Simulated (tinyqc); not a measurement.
## Thin-film transistor with exponential tail and deep states, accumulation layer: effect of the temperature

An undoped film in accumulation, thicker than the space-charge layer. With band bending psi the Fermi level lies E0 - psi below the band edge. Free electrons n = n0 exp(psi/Vt) carry the current; electrons in two exponential distributions of traps, a = a0 exp(psi/Va) and d = d0 exp(psi/Vp), do not. Linear regime, ohmic contacts, traps in equilibrium.

Va = kB Tt/q, Vp = kB Td/q; n0 = Nc exp(-E0/Vt), a0 = Nt th(T/Tt) exp(-E0/Va), d0 = Nd th(T/Td) exp(-E0/Vp), th(x) = pi x/sin(pi x). G(psi) = sum over the three kinds of c0 [V (exp(psi/V) - 1) - psi], field F = sqrt(2 q G/(eps0 eps_r)); Vg = psi + eps0 eps_r F/Ci at the surface. Total charge Q = Ci (Vg - psi_s); free charge Qf = q times the integral of n0 (exp(psi/Vt) - 1)/F over psi from 0 to psi_s; I = (W/L) mb Qf Vd; effective mobility mb Qf/Q. Nc, E0 and mb are held fixed.

Parameters, values chosen for the exercise; values close to those of amorphous indium gallium zinc oxide:
- eps_r = 10 (relative permittivity of the semiconductor)
- Nc = 6.2e18 cm^-3 (density of extended states)
- mb = 13 cm^2/(V s) (band mobility)
- Nt = 3.7e18 cm^-3 (total density of tail states)
- Tt = 370 K (characteristic temperature of the tail)
- Nd = 9.9e16 cm^-3 (total density of deep states)
- Td = 1610 K (characteristic temperature of the deep states)
- E0 = 0.67 eV (bulk Fermi level below the band edge)
- Ci = 35 nF/cm^2 (gate capacitance)
- WL = 5 (ratio W/L)
- Vd = 0.1 V (drain voltage)
- Vg = 5.4 V (gate voltage above flat band)

Constants: q = 1.602176634e-19 C, kB = 1.380649e-23 J/K, Vt = kB T/q, eps0 = 8.8541878128e-14 F/cm where lengths are in cm. Results are converted to the units shown.

Effect of the temperature:

| T (K) | E0 - psi_s (eV) | Q (nC/cm^2) | free share (%) | effective mobility (cm^2/(V s)) | I (nA) |
|---|---|---|---|---|---|
| 160 | 0.02564 | 166.4 | 8.629 | 1.122 | 93.36 |
| 180 | 0.02914 | 166.6 | 9.791 | 1.273 | 106.0 |
| 200 | 0.03301 | 166.7 | 10.77 | 1.400 | 116.7 |
| 220 | 0.03731 | 166.9 | 11.53 | 1.499 | 125.0 |
| 240 | 0.04216 | 167.0 | 12.02 | 1.562 | 130.5 |
| 260 | 0.04772 | 167.2 | 12.18 | 1.583 | 132.4 |
| 280 | 0.05427 | 167.4 | 11.93 | 1.551 | 129.9 |
| 300 | 0.06228 | 167.7 | 11.17 | 1.451 | 121.7 |

As T goes from 160 to 300 K, the free share goes from 8.63 through a maximum of 12.2 (at T = 260 K among the rows listed) to 11.2 %, the distance of the Fermi level from the edge rises from 0.0256 to 0.0623 eV and the current goes from 93.4 through a maximum of 132 (at T = 260 K among the rows listed) to 122 nA. The apparent activation energy between the first two rows is 0.0158 eV, against E0 - psi_s = 0.0256 eV there. For T = 160 to 220 K the surface Fermi level is within 2 Vt of the band edge, where the exponential forms fail. In every row the th form, which assumes a Fermi level far below the edge, overcounts the filled tail at the surface by more than 15 %.

Computed by the program tinyqc: `OMP_NUM_THREADS=1 python tinyqc.py 2610057 2610058 out.jsonl`, one thread of a shared Intel Xeon 2.30GHz, about 0.02 s for the whole run.
